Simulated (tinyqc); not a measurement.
A tight-binding chain with uneven site energies, recursive Green functions: two steps of the calculation.

The device has N = 7 slices of 1 site(s), nearest-neighbour hopping -t, and site energies U; the leads are semi-infinite continuations with site energy 0. V = <i+1|H|i> = -t 1.

Parameters, values chosen for the exercise: hopping (matrix element -t) t = 0.5 eV.

Problem 1. Backward pass. Backward pass: G_NN = g_N, G_ii = g_i + g_i V^dagger G_(i+1,i+1) V g_i; local density of states -Im G_ii/pi on each site.

```
site,g_i (1/eV)
1,1.0385439-1.0308997i
2,-1.8522043-2.5172398i
3,0.7799941-0.6432834i
4,-1.0938254-0.1987686i
5,2.5647868-0.3323710i
6,-0.7111747-0.0421736i
7,0.8933006-1.5009897i
```

Wanted: G_ii; local density of states.

Solution 1.

```
site,G_ii (1/eV),local density of states (1/eV)
1,0.7682-0.3892i,0.12388
2,-1.2024-0.4961i,0.15793
3,0.7111-0.5003i,0.15926
4,-0.6006-0.1583i,0.05040
5,1.5404-0.4391i,0.13978
6,-0.5761-0.2179i,0.06936
7,0.8933-1.5010i,0.47778
```

A site of an infinite clean chain has 1/(pi sqrt(4 t^2 - x^2)) = 0.331 1/eV at this energy (x counted from the band centre); the device goes from 0.0504 (site 4) to 0.478 (site 7).

Problem 2. States fed from the left, and the bond current. The full first column follows backwards from c_N = G_(N,1): c_i = G_(i,1)(forward) + g_i V^dagger c_(i+1). The density of states fed by the left lead is Gamma |c_i|^2/(2 pi), and the current on bond i is 2 t Gamma Im(c_(i+1) conj(c_i)) in units of T(E).

```
site,g_i (1/eV),"G_(i,1) of the forward pass (1/eV)"
1,1.0385439-1.0308997i,1.0385439-1.0308997i
2,-1.8522043-2.5172398i,2.2593086+0.3524136i
3,0.7799941-0.6432834i,-0.9944746+0.5892476i
4,-1.0938254-0.1987686i,-0.6024528+0.2234318i
5,2.5647868-0.3323710i,0.7354503-0.3866464i
6,-0.7111747-0.0421736i,0.2696700-0.1219783i
7,0.8933006-1.5009897i,-0.0289041+0.2568676i
```

Gamma = 0.96286032 eV

Wanted: c_i; density fed from the left; bond current.

Solution 2.

```
site,c_i (1/eV),density fed from the left (1/eV)
1,0.7682-0.3892i,0.1136
2,0.8801-0.3621i,0.1388
3,-0.8914+0.4399i,0.1514
4,-0.3453+0.0982i,0.0197
5,0.4149-0.3044i,0.0406
6,0.2540-0.0312i,0.0100
7,-0.0289+0.2569i,0.0102
```

```
bond,bond current
1,0.06195
2,0.06195
3,0.06195
4,0.06195
5,0.06195
6,0.06195
```

The bond current is the same on every bond and equals T(E): the current is conserved.

tinyqc, about 0.03 s, one thread, Intel Xeon 2.30GHz (shared host): `OMP_NUM_THREADS=1 python tinyqc.py 2660117 2660118 out.jsonl`
